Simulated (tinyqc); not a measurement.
Worked calculation: nudged elastic band on a two-dimensional model surface. Computed by tinyqc, a small Python program that keeps every step. Command: `OMP_NUM_THREADS=1 python tinyqc.py 3008536 3008537 out.jsonl neb walk`. One thread of a shared host (Intel(R) Xeon(R) Processor @ 2.30GHz), about 0.1 s of CPU time with the checks. Intermediate numbers are printed to about 6 digits and carried at full precision; extremes and crossings named in words are read from the listed rows.

V(x, y) = h u^2 + t x + (kappa/2)(y + c u)^2 with u = x^2/w^2 - 1; the path runs from the minimum near (-w, 0) to that near (w, 0).

Inputs (values chosen for the exercise, for a model surface): height h = 1.2 eV; half width w = 1.4 angstrom; transverse stiffness kappa = 1.8 eV/angstrom^2; curvature c = 0.79 angstrom; tilt t = -0.23 eV/angstrom; movable images n = 5; spring constant k_s = 2.2 eV/angstrom^2; step factor eta = 0.0022 angstrom^2/eV; iteration cap = 100.

Surface: curved double well. Climbing image: on.

## Stationary points

Newton steps x(new) = x - H^-1 grad V (moves limited to 0.3 angstrom) from (-w, 0), (w, 0) and (0, c) give the two minima and the saddle.

positions (angstrom), rows start, end, saddle, columns x, y:
$$\begin{pmatrix}
-1.35044 & 0.05494 \\
1.44479 & -0.05135 \\
-0.09435 & 0.78641
\end{pmatrix}$$

energies (eV): start 0.31641, end -0.32723, saddle 1.21082

barrier from the start = 0.894420 eV

## Straight-line start

Images are spaced evenly on the line between the minima.

images at the start (angstrom), rows image 1, image 2, image 3, image 4, image 5, columns x, y:
$$\begin{pmatrix}
-0.884570 & 0.037225 \\
-0.418699 & 0.019509 \\
0.047173 & 0.001794 \\
0.513044 & -0.015922 \\
0.978915 & -0.033637
\end{pmatrix}$$

energies above the start (eV): [0.49236, 1.21562, 1.42789, 0.90572, -0.05592]

The highest image lies +0.5335 eV from the true barrier.

## Iteration 1

Tangent at image i: towards the higher neighbour if the energies rise or fall through i; at a maximum or minimum, tau = t+ dmax + t- dmin if V(i+1) > V(i-1), else t+ dmin + t- dmax, with t+ = R(i+1) - R(i), t- = R(i) - R(i-1) and dmax, dmin the larger and smaller of |V(i+1) - V(i)| and |V(i-1) - V(i)|; then normalise. Force F = -grad V + (grad V.tau) tau + k_s (|t+| - |t-|) tau. With a climbing image, the highest image feels instead F = -grad V + 2 (grad V.tau) tau and no spring. Update R(new) = R + eta F; the end points stay fixed.

unit tangents, rows image 1, image 2, image 3, image 4, image 5, columns x, y:
$$\begin{pmatrix}
0.999278 & -0.037999 \\
0.999278 & -0.037999 \\
0.999278 & -0.037999 \\
0.999278 & -0.037999 \\
0.999278 & -0.037999
\end{pmatrix}$$

forces (eV/angstrom), rows image 1, image 2, image 3, image 4, image 5, columns x, y:
$$\begin{pmatrix}
0.02754 & 0.72417 \\
0.04620 & 1.21501 \\
-0.29051 & 1.44339 \\
0.05049 & 1.32769 \\
0.03289 & 0.86502
\end{pmatrix}$$

images after iteration 1 (angstrom), rows image 1, image 2, image 3, image 4, image 5, columns x, y:
$$\begin{pmatrix}
-0.884509 & 0.038818 \\
-0.418597 & 0.022182 \\
0.046533 & 0.004969 \\
0.513155 & -0.013001 \\
0.978987 & -0.031734
\end{pmatrix}$$

## Iteration 2

The formulas are those given above.

unit tangents, rows image 1, image 2, image 3, image 4, image 5, columns x, y:
$$\begin{pmatrix}
0.999363 & -0.035683 \\
0.999316 & -0.036982 \\
0.999300 & -0.037415 \\
0.999259 & -0.038483 \\
0.999192 & -0.040183
\end{pmatrix}$$

forces (eV/angstrom), rows image 1, image 2, image 3, image 4, image 5, columns x, y:
$$\begin{pmatrix}
0.02590 & 0.72536 \\
0.04317 & 1.21164 \\
-0.29012 & 1.43720 \\
0.04929 & 1.32319 \\
0.03482 & 0.86577
\end{pmatrix}$$

images after iteration 2 (angstrom), rows image 1, image 2, image 3, image 4, image 5, columns x, y:
$$\begin{pmatrix}
-0.884452 & 0.040414 \\
-0.418502 & 0.024848 \\
0.045895 & 0.008131 \\
0.513263 & -0.010090 \\
0.979064 & -0.029830
\end{pmatrix}$$

## All iterations

Start on the straight line; stop when the largest force is below 1e-4 or above 1e6 eV/angstrom.

Course of the band:
```
iteration  highest image (eV)  largest force (eV/angstrom)
1                     1.42789                      1.47233
2                     1.42366                      1.46619
3                     1.41945                      1.46008
4                     1.41529                      1.45399
5                     1.41116                      1.44793
6                     1.40706                      1.44190
7                     1.40299                      1.43589
8                     1.39896                      1.42991
9                     1.39497                      1.42395
...                       ...                          ...
92                    1.15468                      1.00931
93                    1.15264                      1.00517
94                    1.15063                      1.00104
95                    1.14863                      0.99693
96                    1.14664                      0.99284
97                    1.14467                      0.98877
98                    1.14272                      0.98472
99                    1.14078                      0.98068
100                   1.13885                      0.97666
```

Band at the end:
```
image  x (angstrom)  y (angstrom)    E (eV)
0          -1.35044      0.054941   0.00000
1          -0.89374      0.192371   0.37876
2          -0.43083      0.246634   0.96376
3          -0.00821      0.259299   1.13885
4           0.51486      0.227663   0.64927
5           0.99823      0.144937  -0.20265
6           1.44479     -0.051353  -0.64364
```

energy of the highest image = 1.13885 eV

iterations = 100

largest force at the end = 0.976661 eV/angstrom

Tail of the force series: the residual falls at every step, but slowly, by a factor of about 0.996 a step

Not converged within 100 iterations: the residual falls at every step, but slowly, by a factor of about 0.996 a step.

Reruns converge with step factor eta = 0.055, iteration cap = 600. Reruns still fail with step factor eta = 0.00037, iteration cap = 600; and with iteration cap = 600.
